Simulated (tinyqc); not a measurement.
Worked calculation: ROHF in the sto-3g basis, for H3, spin multiplicity 2. One step of it, computed by the program tinyqc.

Task: Iteration 3: DIIS coefficients. Solve [B -1; -1 0][c; lambda] = [0; -1] for the coefficients, which sum to one.

B (overlaps of the stored error matrices):
```
[[3.8840116e-02, 3.8148657e-02, -8.5474538e-03],
 [3.8148657e-02, 3.7469508e-02, -8.3952860e-03],
 [-8.5474538e-03, -8.3952860e-03, 1.8810183e-03]]
```

Give: DIIS coefficients.

Result:

DIIS coefficients: [0.0855, 0.0962, 0.8182]
